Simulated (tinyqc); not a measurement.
# Phonon and roughness prefactors from two fields

Problem. At 300 K and high field 1/mu = E^(1/3)/Ap + E^gs/As, E in MV/cm. Find Ap and As.

Values chosen for this exercise: exponent of the roughness term gs = 1.

mu at E = 0.51 and 0.91 MV/cm (cm^2/(V s)): 140.22460  105.66691

Answer. Two linear equations in 1/Ap and 1/As.

Ap = 140 cm^2/(V s)
As = 358 cm^2/(V s)

tinyqc, about 0.01 s, one thread, Intel Xeon 2.30GHz (shared host): `OMP_NUM_THREADS=1 python tinyqc.py 2510068 2510069 out.jsonl`
